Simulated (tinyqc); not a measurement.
# Ion implantation: universal nuclear stopping, Lindhard-Scharff electronic stopping and a Gaussian range profile, step by step

A worked calculation. Computed by tinyqc, a small Python program that keeps every step. Command: `OMP_NUM_THREADS=1 python tinyqc.py 3018977 3018978 out.jsonl implant walk`. One thread of a shared host (Intel(R) Xeon(R) Processor @ 2.30GHz), about 0.06 s of CPU time with the checks. Intermediate numbers are printed to about 5 digits and carried at full precision; extremes and crossings named in words are read from the listed rows.

An ion slows by elastic collisions with screened nuclei and by friction with electrons; channelling is ignored and the target is uniform.

Inputs (values chosen for the exercise, modelled on silicon ions in copper):

| quantity | value | unit |
|---|---|---|
| ion atomic number Z1 | 14 | - |
| ion mass M1 | 28 | u |
| target atomic number Z2 | 29 | - |
| target mass M2 | 63.55 | u |
| target density N | 84.9 | 1/nm^3 |
| ion energy E | 2.3 | keV |
| scale factor of electronic stopping k | 0.9 | - |
| dose Q | 4.5e+15 | 1/cm^2 |
| background C_B | 2.7e+15 | 1/cm^3 |
| displacement energy E_d | 30 | eV |
| fraction allowed through the mask | 0.0001 | - |

Follow-up: mask.

## Stopping at the entry energy

Reduced energy eps = 32.53 M2 E/(Z1 Z2 (M1 + M2)(Z1^0.23 + Z2^0.23)), E in keV; s_n = ln(1 + 1.1383 eps)/(2 (eps + 0.01321 eps^0.21226 + 0.19593 eps^0.5)) for eps up to 30 and ln(eps)/(2 eps) above; S_n = 8.462 Z1 Z2 M1 s_n/((M1 + M2)(Z1^0.23 + Z2^0.23)) in 1e-15 eV cm^2. S_e = k 3.83 Z1^(7/6) Z2/(Z1^(2/3) + Z2^(2/3))^(3/2) sqrt(E/M1) in 1e-15 eV cm^2, E in keV. dE/dx = N (S_n + S_e); 1e-15 eV cm^2 = 0.1 eV nm^2.

reduced energy eps = 0.031946

s_n = 0.24356

S_n = 63.911 x 1e-15 eV cm^2

S_e = 10.458 x 1e-15 eV cm^2

energy loss dE/dx = 631.39 eV/nm

Nuclear stopping carries 86 % of the loss at entry.

## Range and straggle

Path length R = int_0^E dE'/(N (S_n + S_e)); energy lost to nuclei nu = int_0^E S_n/(S_n + S_e) dE' (both with E' = E y^3 and 64 Gauss-Legendre points in y). Estimates of Lindhard type: R_p = R/(1 + M2/(3 M1)), straggle dR_p = (2/3) R_p sqrt(M1 M2)/(M1 + M2).

path length R = 6.5090 nm

projected range R_p = 3.7056 nm

straggle dR_p = 1.1383 nm

energy lost to nuclei nu = 2.0101 keV

87 % of the energy goes to nuclei over the whole path.

## Gaussian profile

C(x) = C_p exp(-(x - R_p)^2/(2 dR_p^2)) with C_p = Q/(sqrt(2 pi) dR_p), 1 nm = 1e-7 cm; the profile falls to the background at x_j = R_p + dR_p sqrt(2 ln(C_p/C_B)); the peak atomic fraction is C_p/N.

peak concentration C_p = 1.5772e+22 1/cm^3

Depth x_j where C falls to C_B = 10.060 nm

peak atomic fraction = 0.18577

Caution: the peak exceeds 5 atomic %, where sputtering and the changed target matter.

## Damage

Kinchin-Pease count with efficiency 0.8: N_d = 0.8 nu/(2 E_d), taking all of nu as damage energy (an upper estimate, as recoils also lose energy to electrons). Spread over a depth R_p + dR_p, displacements per atom = Q N_d/(N (R_p + dR_p)).

displacements per ion N_d = 26.801

displacements per atom = 2.9327

One displacement per atom would need a dose of 1.5e15 per cm^2 if no defects annealed. Caution: above a few tenths of a displacement per atom cascades overlap, so the count overstates new damage; heavy ions turn silicon and germanium amorphous at such levels, while light ions such as boron and metal targets anneal much of the damage.

## Mask thickness

For a mask that stops like the target, the fraction beyond d is (1/2) erfc((d - R_p)/(sqrt2 dR_p)); solve for d.

number of straggles beyond R_p = 3.7190

mask thickness d = 7.9388 nm

Caution: real range profiles are skewed and have channelling tails, so a Gaussian is unreliable this far out.

## Nuclear against electronic stopping over energy

The formulas are those given above.

Stopping (1e-15 eV cm^2) and range:

| E (keV) | eps | S_n | S_e | R (nm) | nu/E |
|---|---|---|---|---|---|
| 1 | 1.3889e-02 | 48.644 | 6.90 | 4.18 | 0.88269 |
| 2 | 2.7779e-02 | 61.320 | 9.75 | 6.02 | 0.87587 |
| 5 | 6.9447e-02 | 77.634 | 15.42 | 10.27 | 0.85894 |
| 10 | 1.3889e-01 | 87.298 | 21.81 | 16.05 | 0.83766 |
| 20 | 2.7779e-01 | 92.166 | 30.84 | 26.12 | 0.80556 |
| 50 | 6.9447e-01 | 87.847 | 48.76 | 53.06 | 0.73774 |
| 100 | 1.3889e+00 | 76.134 | 68.96 | 94.76 | 0.65880 |
| 200 | 2.7779e+00 | 59.950 | 97.52 | 172.62 | 0.55223 |
| 500 | 6.9447e+00 | 38.349 | 154.20 | 374.93 | 0.38447 |

Nuclear stopping peaks near 20 keV among these rows (eps = 0.28; the universal curve peaks near 0.3). Electronic stopping overtakes it between 100 and 200 keV. The path length grows as E^0.53 at the low end and E^0.85 at the high end; constant stopping would give E^1, and stopping that rises with E, be it nuclear (below its peak) or electronic, gives a lower exponent.

Checks made by the program: range against adaptive quadrature (relative difference 5e-06).
